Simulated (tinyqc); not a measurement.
# Worked calculation: threshold-voltage variability of a planar MOSFET, analytic estimates

Program tinyqc, `OMP_NUM_THREADS=1 python tinyqc.py 2090108 2090109 out.jsonl`; Intel Xeon 2.30GHz, shared host, one thread, about 0.01 s. Printed values are rounded.

Three independent sources add in quadrature: random dopants in the depleted layer, metal-gate grains of two orientations, and roughness of the two gate edges acting through the roll-off VT = VT(long) - Vr exp(-L/l). These are first-order estimates: no three-dimensional electrostatics, no percolation.

Parameters, values chosen for the exercise; material values close to those of silicon:
- T = 300 K (temperature)
- Eg = 1.13 eV (band gap)
- eps_r = 11.8 (relative permittivity of the semiconductor)
- Nc = 2.85e19 cm^-3 (conduction-band density of states at T)
- Nv = 2.67e19 cm^-3 (valence-band density of states at T)
- Na = 3.6e17 cm^-3 (channel doping)
- ti = 1.3 nm (oxide-equivalent thickness in inversion)
- L = 32 nm (gate length)
- W = 110 nm (gate width)
- G = 4 nm (metal grain size)
- dW = 0.2 eV (work-function difference of the two grain orientations)
- p = 0.5 (share of the orientation of higher work function)
- De = 1.7 nm (rms roughness of one gate edge)
- La = 10 nm (correlation length of the roughness)
- l = 5.5 nm (decay length of the threshold roll-off)
- Vr = 2.9 V (prefactor of the roll-off)
- n = 1.41 (subthreshold factor)
- gI = 15 1/V (gm/I of a matched pair)
- sb = 1.6 % (spread of the gain factor of one device)
- Nb = 65536 (number of cells)
- Y = 0.99 (wanted yield)

Constants: q = 1.602176634e-19 C, kB = 1.380649e-23 J/K, Vt = kB T/q, eps0 = 8.8541878128e-14 F/cm where lengths are in cm. Results are converted to the units shown.

Range of the model: The depletion depth exceeds L, so source and drain share much of the charge and the dopant estimate is rough.

## Random dopants

ni = sqrt(Nc Nv) exp(-Eg/(2 Vt)), Eg in volts; Cox = 3.9 eps0/ti; Wd = sqrt(4 eps0 eps_r Vt ln(Na/ni)/(q Na)); dopants: s1 = (q/Cox) sqrt(Na Wd/(3 L W)). The slope A1 = s1 sqrt(L W); mean number of dopants Na L W Wd.

Cox = 2.65626 uF/cm^2
Wd = 57.2805 nm
mean number of dopants = 72.5858
A1 = 0.500074 mV um
s1 = 8.42875 mV

Counting alone, 1/sqrt(N) of the depletion voltage q Na Wd/Cox = 124 mV, would give sqrt(3) times more: dopants deep in the layer act less on the surface.

## Metal grains and edge roughness

Grains: Ng = L W/G^2 (at least 1), s2 = dW sqrt(p (1 - p)/Ng). Edges, with exponential correlation and u = W/La: the mean gate length has sL^2 = 2 De^2 (2/u)[1 - (1 - exp(-u))/u]; s3 = sL (Vr/l) exp(-L/l).

Ng = 220
s2 = 6.74200 mV
sL = 0.977432 nm
dVT/dL = 1.56758 mV/nm
s3 = 1.53221 mV

## Total spread, mismatch and leakage

s = sqrt(s1^2 + s2^2 + s3^2). For a pair: s(dVT) = sqrt(2) s; current mismatch sqrt(2) sqrt((gI s)^2 + sb^2); input offset = current mismatch/gI. For a Gaussian VT the off current is log-normal with mean/median = exp(s^2/(2 (n Vt)^2)).

s = 10.9016 mV
s(dVT) = 15.4173 mV
current mismatch = 23.2363 %
input offset = 15.4909 mV
mean/median of Ioff = 1.04574

The dopants give 59.8 % of the variance; without them s would be 6.91 mV.

## Iteration 1: margin in standard deviations for the wanted yield

k at the start = 2

Cells fail independently with probability Q(k) = erfc(k/sqrt(2))/2 when the margin is k standard deviations, and Y = exp(-Nb Q(k)). phi = exp(-k^2/2)/sqrt(2 pi). Newton steps on ln Q(k) = ln(-ln(Y)/Nb): k(new) = k + [ln Q - ln(-ln(Y)/Nb)] Q/phi.

Q(k) = 0.0227501
phi = 0.0539910
k after iteration 1 = 7.01738

## Iteration 2: margin in standard deviations for the wanted yield

As before.

Q(k) = 1.13035e-12
phi = 8.08722e-12
k after iteration 2 = 5.36558

## Course of the iteration: margin in standard deviations for the wanted yield

Stop when k changes by less than 1e-9, or after 30 iterations.

Course of the iteration:

| iteration | k | \|change\| |
|---|---|---|
| 1 | 7.01738 | 5.02 |
| 2 | 5.36558 | 1.65 |
| 3 | 5.12459 | 0.241 |
| 4 | 5.11928 | 5.31e-3 |
| 5 | 5.11928 | 2.57e-6 |
| 6 | 5.11928 | 6.05e-13 |

Converged in 6 iterations. At the end the number of correct digits about doubles with each step. With s(dVT) = 15.4 mV, 5.12 standard deviations are 78.9 mV.
